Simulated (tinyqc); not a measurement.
Coherent transport through a tight-binding region between two chains, step by step. Computed by tinyqc, a small Python program that keeps every step. Settings: temperature = 4, mu = -0.39. Command: `OMP_NUM_THREADS=1 python tinyqc.py 30021 30022 out.jsonl` (the two numbers bound the seeds that draw the settings). One thread of a shared host (Intel(R) Xeon(R) Processor @ 2.60GHz), about 0.09 s of CPU time with the checks.

## Transmission at E = 0.55 eV

H of the central region (eV), lower triangle:
```
,1,2,3,4
1,0.000000
2,-0.590000,0.610000
3,0.000000,-0.590000,0.610000
4,0.000000,0.000000,-0.310000,0.000000
```

Leads: semi-infinite chains with site energy 0:
```
parameter,value
lead hopping t (eV),1.240000
coupling to the left lead (eV),0.750000
coupling to the right lead (eV),0.620000
left contact site,1
right contact site,4
```

E = 0.550000 eV

Surface Green function g = (E - i sqrt(4 t^2 - E^2)) / (2 t^2); self-energy tc^2 g on each contact site; G = (E - H - Sigma)^(-1); Gamma = -2 Im Sigma; T = Gamma_L Gamma_R |G_LR|^2; local density of states -Im G_ii / pi.

g = 0.178850-0.786369i 1/eV

G (1/eV), lower triangle:
```
,1,2,3,4
1,0.690362-1.547699i
2,0.008738+0.661290i,0.489124-0.510249i
3,-0.689474+1.614949i,1.735919-0.713180i,0.866008-1.687476i
4,-0.150077-0.946013i,-0.594930+0.833083i,0.089575+1.030734i,1.149623-1.386049i
```

local density of states (1/eV): 0.492648  0.162417  0.537140  0.441193

transmission = 0.490691

## Transmission across the band

The same steps on a grid of energies.

T(E):
```
E (eV),T
-2.35600000,6.64e-07
-2.12040000,4.01e-06
-1.88480000,0.000015
-1.64920000,0.000053
-1.41360000,0.000200
-1.17800000,0.000865
-0.94240000,0.004710
-0.70680000,0.034226
-0.47120000,0.227323
-0.23560000,0.567675
0.00000000,0.693456
0.23560000,0.777216
0.47120000,0.724464
0.70680000,0.190719
0.94240000,0.073288
1.17800000,0.073676
1.41360000,0.283631
1.64920000,0.004739
1.88480000,0.000461
2.12040000,0.000068
2.35600000,0.000008
```

levels of the isolated region (eV): -0.488535  -0.111059  0.450266  1.369329

## Current

I = (2e/h) int T(E) [f(E - mu - V/2) - f(E - mu + V/2)] dE at 4 K with mu = -0.39 eV, the bias not changing H; 2e^2/h = 77.48092 microsiemens; the integral runs over the band on 4001 points.

Current:
```
V (volt),I (microampere)
0.010000,0.270838
0.050000,1.354172
0.100000,2.708286
0.200000,5.417733
0.400000,10.871711
0.800000,21.959484
```
